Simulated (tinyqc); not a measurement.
Electromigration in a confined line: Blech product, Korhonen stress evolution and Black's law. From one set of inputs to another, one input at a time. Computed by tinyqc, a small Python program. Command: `OMP_NUM_THREADS=1 python tinyqc.py 3005171 3005172 out.jsonl emigr ladder`. One thread of a shared host (Intel(R) Xeon(R) Processor @ 2.30GHz), about 0.01 s of CPU time with the checks.

The electron wind pushes atoms from the cathode (x = 0) to the anode (x = L); blocking ends build a back stress (tension positive). The input rho is taken not to change with temperature. d sigma/dt = d/dx [kappa (d sigma/dx + G)], with zero flux at both ends and sigma = 0 at t = 0.

The inputs printed are set A. Set A is close to those used for ruthenium lines; the values taken over come from a set close to those used for aluminium lines. Inputs not listed in the table keep their values of set A, so the rows need not describe a real material.

Inputs (values chosen for the exercise, close to those used for ruthenium lines): resistivity rho = 13.2 micro-ohm cm; atomic volume Omega = 13.6 angstrom^3; effective charge number Z* = 1.6; prefactor D0 = 1.2e-06 m^2/s; activation energy E = 1.37 eV; effective modulus B = 54 GPa; critical stress sigma_c = 600 MPa; current density j = 3.4 MA/cm^2; line length L = 18 um; test temperature T = 330 C; time as a fraction of L^2/kappa, s = 0.029.

Start: stress-free.

Constants: e = 1.602176634e-19 C; k_B = 8.617333262e-05 eV/K; k_B = 1.380649e-23 J/K.

Method:
- G = Z* e rho j/Omega; D = D0 exp(-E/(k_B T)); kappa = D B Omega/(k_B T); drift velocity of an unconfined line v = D Z* e rho j/(k_B T). SI: 1 micro-ohm cm = 1e-8 ohm m, 1 MA/cm^2 = 1e10 A/m^2.
- Temperatures in kelvin are T(C) + 273.15.
- At steady state sigma(x) = G (L/2 - x). A void forms only if the cathode stress reaches sigma_c, that is if j L exceeds (j L)_c = 2 Omega (sigma_c)/(Z* e rho). Time scale tau = L^2/kappa.
- sigma(x, t) = G L [1/2 - x/L - 4 sum_(m odd) cos(m pi x/L) exp(-m^2 pi^2 s)/(m pi)^2], s = t/tau, summed to m = 399.
- The terms at x = 0 are 4 exp(-m^2 pi^2 s)/(m pi)^2; tau = L^2/kappa.

Each row keeps all changes above it:
```
input moved                                                 from              to    tau (h)  cathode stress at time s (MPa)  drift velocity (nm/h)
set A                                                          -               -  2.382e+02                             293              2.130e+00
test temperature T (C)                                       330             300  8.996e+02                             293              5.642e-01
prefactor D0 (m^2/s) and activation energy E (eV)  1.2e-06, 1.37  8.9e-08, 0.677  9.777e-03                             293              5.191e+04
line length L (um)                                            18             130  5.100e-01                            2113              5.191e+04
effective charge number Z*                                   1.6             6.3  5.100e-01                            8321              2.044e+05
resistivity rho (micro-ohm cm)                              13.2            3.35  5.100e-01                            2112              5.188e+04
critical stress sigma_c (MPa)                                600             410  5.100e-01                            2112              5.188e+04
```

tau goes from 238 to 0.510, a factor 0.00214 in all. The largest single move comes from prefactor D0 with activation energy E (a factor 1.09e-5), and line length L works against it (a factor 52.2). Cathode stress at time s goes from 293 to 2110, a factor 7.22 in all. The largest single move comes from line length L (a factor 7.22), and resistivity rho works against it (a factor 0.254). Drift velocity goes from 2.13 to 51900, a factor 24400 in all. The largest single move comes from prefactor D0 with activation energy E (a factor 92000), and resistivity rho works against it (a factor 0.254). The single moves hold for this order of the switches; the total does not depend on the order.

Caution (rows line length L, effective charge number Z*, resistivity rho, critical stress sigma_c): the stress exceeds sigma_c: a void would already have formed and relaxed it, so the value is formal.

Extremes, crossings and ranges named in words are read from the listed rows.
